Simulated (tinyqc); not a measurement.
Equation-of-state fits to an energy-volume table made by a known binding curve: one step, computed by the program tinyqc.

With x = (V/V_0)^(1/3), the energy per atom is E = D [exp(-2 eta (x - 1)) - 2 exp(-eta (x - 1))], so that B0 = 2 D eta^2/(9 V_0) and B' = 1 + eta. B' = dB/dP at P = 0.

Task: Errors of the Birch-Murnaghan fit. Third-order Birch-Murnaghan is a cubic in u = V^(-2/3): fit it by linear least squares, find the minimum, and take B0 = V E''(V), B' = -1 - V E'''/E'' there. Errors are fitted minus exact, relative; the pressure at c V_0 uses P = (3 B0/2) (x^7 - x^5) [1 + (3/4)(B' - 4)(x^2 - 1)], x = (V0/V)^(1/3) with the fitted values.

Inputs (values chosen for the exercise, for a model crystal): true volume V_0 = 7.03 angstrom^3/atom; compression V/V_0 for the pressure test = 0.7.

Binding curve: Morse. Noise: added.

fitted B0 = 465.6938 GPa

exact B0 = 468.8044 GPa

fitted B' = 5.300060

exact B' = 5.32

fitted V0 = 7.030642 angstrom^3

exact pressure at c V_0 = 417.5130 GPa

Give: error of B0; error of B'; fitted pressure at c V_0; error of that pressure.

Result:

error of B0 = -0.6635 %

error of B' = -0.3748 %

fitted pressure at c V_0 = 428.9 GPa

error of that pressure = 2.734 %
